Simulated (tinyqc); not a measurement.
Worked calculation: finite square well with mass mismatch (envelope functions). Values are carried at full precision from step to step, so a last printed digit may differ when a step is redone from the rounded ones.

A square well of width L and depth V0, mass mw inside and mb outside, energies from the bottom of the well, c = hbar^2/2m0. k = sqrt(mw E/c), kappa = sqrt(mb (V0 - E)/c). psi and psi'/m are continuous at the walls (BenDaniel-Duke), so level n solves k L + 2 atan[(k/mw)/(kappa/mb)] = n pi.

Constants: hbar^2/2m0 = 3.80998211 eV angstrom^2.

Values chosen for the exercise (near those of the light valleys of a Si film in HfO2; shifted at random, so the results belong to these values and not to a real crystal):
- L = 66 angstrom (well width)
- V0 = 1.46 eV (barrier height)
- mw = 0.184 m0 (mass in the well)
- mb = 0.172 m0 (mass in the barrier)
- alpha_w = 0.46 1/eV (non-parabolicity in the well)
- alpha_b = 0.34 1/eV (non-parabolicity in the barrier)

## How many levels are bound

At E = V0 the arctangent equals pi/2, so level n is bound if k0 L > (n - 1) pi with k0 = sqrt(mw V0/c). Compare with the infinitely deep well, E1(hard) = c (pi/L)^2/mw.

k0 = 0.26554 1/angstrom
k0 L/pi = 5.5785
number of bound levels = 6
E1(hard) = 0.0469 eV

The count does not depend on mb. One more level binds at L = 71.0 angstrom.

## The lowest level by bisection

f(E) = k L + 2 atan[(k/mw)/(kappa/mb)] - pi rises with E. Twelve halvings of [0, V0]: keep the half in which f changes sign.

Bisection:

| step | low (eV) | high (eV) | midpoint (eV) | k | kappa | f |
|---|---|---|---|---|---|---|
| 1 | 0.00000 | 1.46000 | 0.73000 | 0.18776 | 0.18154 | 10.7878 |
| 2 | 0.00000 | 0.73000 | 0.36500 | 0.13277 | 0.22234 | 6.6393 |
| 3 | 0.00000 | 0.36500 | 0.18250 | 0.09388 | 0.24015 | 3.7553 |
| 4 | 0.00000 | 0.18250 | 0.09125 | 0.06638 | 0.24858 | 1.7290 |
| 5 | 0.00000 | 0.09125 | 0.04562 | 0.04694 | 0.25269 | 0.3004 |
| 6 | 0.00000 | 0.04562 | 0.02281 | 0.03319 | 0.25472 | -0.7085 |
| 7 | 0.02281 | 0.04562 | 0.03422 | 0.04065 | 0.25371 | -0.1612 |
| 8 | 0.03422 | 0.04562 | 0.03992 | 0.04391 | 0.25320 | 0.0778 |
| 9 | 0.03422 | 0.03992 | 0.03707 | 0.04231 | 0.25345 | -0.0394 |
| 10 | 0.03707 | 0.03992 | 0.03850 | 0.04312 | 0.25332 | 0.0197 |
| 11 | 0.03707 | 0.03850 | 0.03778 | 0.04272 | 0.25339 | -0.0097 |
| 12 | 0.03778 | 0.03850 | 0.03814 | 0.04292 | 0.25336 | 0.0051 |

After twelve halvings the bracket is V0/4096 = 0.356 meV wide.

## Bound levels

Solve the condition for each n (six at most). With A = cos(kL/2) for even and sin(kL/2) for odd levels, the probability in the barriers is Pb = (A^2/kappa)/(A^2/kappa + L/2 +/- sin(kL)/(2k)), + for even.

Levels:

| n | parity | E (eV) | k (1/angstrom) | kappa (1/angstrom) | Pb |
|---|---|---|---|---|---|
| 1 | even | 0.0380 | 0.04285 | 0.25337 | 0.0026 |
| 2 | odd | 0.1516 | 0.08557 | 0.24304 | 0.0109 |
| 3 | even | 0.3392 | 0.12799 | 0.22494 | 0.0263 |
| 4 | odd | 0.5975 | 0.16987 | 0.19733 | 0.0526 |
| 5 | even | 0.9194 | 0.21072 | 0.15622 | 0.1001 |
| 6 | odd | 1.2845 | 0.24907 | 0.08901 | 0.2221 |

The lowest level lies at 81 % of the infinite-well value and decays into the barrier over 1/kappa = 3.9 angstrom. Above about 0.5 eV (from level 4 on) a parabolic band is a rough model.

## Mass in the plane and density of states

To first order in the in-plane energy, 1/m_par = (1 - Pb)/mw + Pb/mb for each subband. Each adds a step D = m_par/(2 pi c) to the density of states per area (spin included, one valley); 1/angstrom^2 = 1e16/cm^2.

Subbands:

| n | m_par (m0) | D (1e13/(eV cm^2)) |
|---|---|---|
| 1 | 0.1840 | 7.685 |
| 2 | 0.1839 | 7.680 |
| 3 | 0.1837 | 7.672 |
| 4 | 0.1833 | 7.658 |
| 5 | 0.1827 | 7.633 |
| 6 | 0.1812 | 7.569 |

The mass is taken as isotropic here; the valleys of Si are not, and in the plane they have sqrt(ml mt), about 0.42 m0, so their real steps are about twice as large.

## Levels with energy-dependent masses

Non-parabolic bands: mw is replaced by mw (1 + alpha_w E) and mb by mb (1 - alpha_b (V0 - E)), in k, kappa and the matching condition alike.

Solve the same condition with the energy-dependent masses, and list the shift from the parabolic levels that exist in both.

Levels:

| n | E (eV) | mass inside | mass outside | shift (meV) |
|---|---|---|---|---|
| 1 | 0.0396 | 0.1874 | 0.0889 | 1.6 |
| 2 | 0.1506 | 0.1967 | 0.0954 | -1.0 |
| 3 | 0.3153 | 0.2107 | 0.1051 | -23.9 |
| 4 | 0.5162 | 0.2277 | 0.1168 | -81.3 |
| 5 | 0.7396 | 0.2466 | 0.1299 | -179.8 |
| 6 | 0.9752 | 0.2665 | 0.1436 | -309.3 |

Level 1 moves by +1.6 meV and level 6 by -309.3 meV. The lighter mass deep in the barrier hardens the wall for low levels; the heavier mass in the well wins higher up.

## Checks

- Lowest level by finite differences (200 cells across the well) against the matching condition, eV: both 0.0380.

tinyqc: `OMP_NUM_THREADS=1 python tinyqc.py 1280462 1280463 out.jsonl`; about 0.01 s, one thread, shared Intel(R) Xeon(R) Processor @ 2.30GHz.
